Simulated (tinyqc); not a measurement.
Gain against bias and Miller's formula: avalanche multiplication and breakdown of a junction from ionisation integrals. Computed by tinyqc, a small Python program. Command: `OMP_NUM_THREADS=1 python tinyqc.py 3007672 3007673 out.jsonl impact walk`. One thread of a shared host (Intel(R) Xeon(R) Processor @ 2.30GHz), about 0.01 s of CPU time with the checks.

Ionisation coefficients follow the local field. Position x runs through the depletion layer from the p side (x = 0), where electrons enter, to the n side (x = w), where holes enter. The built-in voltage is neglected.

Inputs (values chosen for the exercise, modelled on GaAs):

| quantity | value | unit |
|---|---|---|
| electron prefactor a_n | 176000 | 1/cm |
| electron field b_n | 558000 | V/cm |
| hole prefactor a_p | 222000 | 1/cm |
| hole field b_p | 651000 | V/cm |
| exponent c | 1.8 | - |
| permittivity eps | 12.9 | - |
| doping N of the lightly doped side | 3.7e+16 | 1/cm^3 |
| layer width W | 0.071 | micrometre |

Junction: punch-through p+ n- n+.

Constants: e = 1.602176634e-19 C; eps_0 = 8.8541878128e-12 F/m.

Method:
- alpha_n = a_n exp(-(b_n/F)^c), alpha_p = a_p exp(-(b_p/F)^c).
- Field F = F_m - e N x/(eps eps_0) over the layer, w = W, V = F_m W - e N W^2/(2 eps eps_0); valid while F > 0 at x = W.
- With Phi(x) = int_0^x (alpha_n - alpha_p) dx': 1 - 1/M_n = I_n = int_0^w alpha_n exp(-Phi) dx and M_p = M_n exp(-Phi(w)); trapezoid rule on 401 even points; breakdown at I_n = 1.
- Solve I_n(F_m) = 1.
- Miller's exponent n is defined by 1 - 1/M = (V/V_B)^n for the larger M.

breakdown voltage = 7.83214 V

critical field F_m = 1.12154 MV/cm

Gain:

| V/V_B | V (V) | F_m (MV/cm) | M_n | M_p | Miller exponent n |
|---|---|---|---|---|---|
| 0.50 | 3.9161 | 0.5700 | 1.79 | 1.72 | 1.1793 |
| 0.60 | 4.6993 | 0.6803 | 2.49 | 2.49 | 1.0035 |
| 0.70 | 5.4825 | 0.7906 | 3.71 | 3.86 | 0.8396 |
| 0.80 | 6.2657 | 0.9009 | 6.21 | 6.71 | 0.7230 |
| 0.90 | 7.0489 | 1.0112 | 13.79 | 15.40 | 0.6373 |
| 0.95 | 7.4405 | 1.0664 | 29.00 | 32.86 | 0.6025 |
| 0.98 | 7.6755 | 1.0995 | 74.67 | 85.30 | 0.5837 |
| 0.99 | 7.7538 | 1.1105 | 150.80 | 172.73 | 0.5777 |

What does the comparison show, and why?

The larger gain passes 2 between 0.500 and 0.600 of V_B and reaches 173 at 0.99. Miller's exponent runs from 0.58 to 1.2, so it is not a constant: a fit holds over a narrow range only. From the first row to the last the voltage grows by a factor 1.98 and the peak field by 1.95. Caution: in a layer this thin the dead space before a carrier can ionise, and tunnelling, make the local model unreliable.

Extremes, crossings and ranges named in words are read from the listed rows.
